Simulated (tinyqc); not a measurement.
The three schemes as the step is halved: finite-difference solution of the diffusion equation on a small grid. Computed by tinyqc, a small Python program. Command: `OMP_NUM_THREADS=1 python tinyqc.py 3022586 3022587 out.jsonl fdiff walk`. One thread of a shared host (Intel(R) Xeon(R) Processor @ 2.30GHz), about 0.01 s of CPU time with the checks.

dC/dt = D d2C/dx2 on nodes x_j = j dx, j = 0..7; the far end is sealed.

Inputs (values chosen for the exercise):
```
quantity         value    unit
diffusivity D      3.5  nm^2/s
grid spacing dx     20      nm
time step dt        26       s
final time t_f     260       s
```

Boundary at x = 0: sealed surface. Scheme: implicit.

start values C_j, j = 0, 1, ... (% of a reference): 6.26  25.2  73.9  100  79.1  21.9  4.19  0

Method:
- The operator M acts as (M C)_j = C_(j-1) - 2 C_j + C_(j+1); at the sealed far end a mirror node gives 2 C_(N-2) - 2 C_(N-1); at j = 0, a mirror node gives 2 C_1 - 2 C_0.
- r = D dt/dx^2.
- The mode of M with eigenvalue mu has its amplitude multiplied per step by g = (1 + (1 - theta) r mu)/(1 - theta r mu), with theta = 0 explicit, 1 implicit, 1/2 Crank-Nicolson; the explicit scheme is stable for r up to 2/|mu_min|.
- With r = D dt/dx^2: (1 - theta r M) C(new) = (1 + (1 - theta) r M) C(old); theta = 0 explicit, 1 implicit, 1/2 Crank-Nicolson.
- Each run reaches t_f in n equal steps; errors are the largest difference from exp(M D t_f/dx^2) C(0). A dash marks unstable explicit runs.

largest stable r of the explicit scheme = 0.5

Largest error at t_f (%):
```
steps n        r  explicit  implicit  Crank-Nicolson
4        0.56875         -    3.0935      2.9826e-01
8        0.28437    1.7338    1.6134      7.3248e-02
16       0.14219    0.8549    0.8237      1.8234e-02
32       0.07109    0.4239    0.4160      4.5535e-03
64       0.03555    0.2110    0.2090      1.1381e-03
128      0.01777    0.1053    0.1048      2.8450e-04
256      0.00889    0.0526    0.0524      7.1124e-05
```

What follows from these numbers?

From the last two rows, halving the step divides the error by 2.00 (explicit), 2.00 (implicit), 4.00 (Crank-Nicolson): a factor 2 marks first order in dt and 4 second order. The explicit scheme needs n of at least 5 to be stable; the other two are stable at any step.

Extremes, crossings and ranges named in words are read from the listed rows.
